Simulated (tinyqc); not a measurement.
Wannier function of the lower band of a two-orbital chain: one step. The Wannier function. Two cases, with inputs chosen for the exercise.

Question. w(R) = (1/N) sum_j exp(2 pi i j R/N) u_j, for the N cells nearest the origin; it is real.

H(k) = [[-d/2 - 2 ta cos k, -t1 - t2 exp(-ik)], [-t1 - t2 exp(ik), d/2 - 2 tb cos k]], k in 1/a, Bloch sums with exp(ikR) and without the positions inside the cell. Mesh k_j = 2 pi j/N. Projection gauge: each lower eigenvector u is multiplied by the phase that makes <trial|u> real and positive (the one-band case of Loewdin orthogonalisation). Wannier amplitudes w(R) = (1/N) sum_k exp(ikR) u(k); hoppings H(R) = (1/N) sum_k exp(-ikR) E(k).

Case 1.

Mesh:
```
j  E lower (eV)  E upper (eV)                   u_A                   u_B  |<trial|u>|
0     -2.590325      1.490325             0.7417797             0.6706436     0.977722
1     -2.053988      1.503988  0.7485331-0.1248359i  0.6142981+0.2162221i     0.955398
2     -0.817657      1.367657  0.7979254-0.2153024i  0.4217756+0.3729147i     0.901911
3      0.079761      1.020239             0.9972107             0.0746384     0.900929
4     -0.817657      1.367657  0.7979254+0.2153024i  0.4217756-0.3729147i     0.901911
5     -2.053988      1.503988  0.7485331+0.1248359i  0.6142981-0.2162221i     0.955398
```

Case 2.

Mesh:
```
j  E lower (eV)  E upper (eV)                   u_A                   u_B  |<trial|u>|
0     -3.731071      3.831071             0.6986405             0.7154728     0.968938
1     -3.288069      3.338069  0.6882948-0.1643314i  0.7001741+0.0948768i     0.950516
2     -2.120334      2.070334  0.6877869-0.2710740i  0.6549613+0.1565047i     0.911107
3     -1.110424      1.010424             0.7979585             0.6027125     0.920944
4     -2.120334      2.070334  0.6877869+0.2710740i  0.6549613-0.1565047i     0.911107
5     -3.288069      3.338069  0.6882948+0.1643314i  0.7001741-0.0948768i     0.950516
```

Give: Amplitudes; norm.

Answer.

Case 1.

Amplitudes:
```
R      on A     on B
-2   0.0582  -0.0937
-1  -0.1490   0.3015
0    0.8053   0.4696
1    0.0474  -0.0386
2    0.0060  -0.0032
3   -0.0261   0.0352
```

norm = 1.0000

Cell 0 holds 86.9 % of the weight.

Case 2.

Amplitudes:
```
R      on A     on B
-2   0.0509  -0.0239
-1  -0.1422   0.0989
0    0.7081   0.6714
1    0.1092  -0.0462
2   -0.0107   0.0116
3   -0.0167   0.0037
```

norm = 1.0000

Cell 0 holds 95.2 % of the weight.

Computed by tinyqc, one run a case: `OMP_NUM_THREADS=1 python tinyqc.py N N+1 out.jsonl` with N = 1482627, 1482717; one thread of a shared Intel(R) Xeon(R) Processor @ 2.30GHz, about 0.2 s a run at most.
